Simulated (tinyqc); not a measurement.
Line constants from open and short measurements.

Problem. A uniform line of length len, under a quarter wavelength, has Z_open = Zc coth(gamma len) and Z_short = Zc tanh(gamma len); gamma Zc = r + i w l and gamma/Zc = g + i w c, w = 2 pi f. Find r, l and c.

Values chosen for this exercise:
```
symbol,value,unit,meaning
len,0.74,mm,length
f,3.7,GHz,frequency
```

Zin with the far end open = 5.03928-439.33089i ohm
Zin with the far end shorted = 15.219871+5.515894i ohm

Solution. The product of the two impedances is Zc^2 and their ratio tanh^2(gamma len); the principal branch holds below a quarter wavelength.

r = 20.4 ohm/mm
l = 0.329 nH/mm
c = 132 pF/m

Computed by the program tinyqc: `OMP_NUM_THREADS=1 python tinyqc.py 2810162 2810163 out.jsonl`, one thread of a shared Intel Xeon 2.30GHz, about 0.01 s for the whole run.
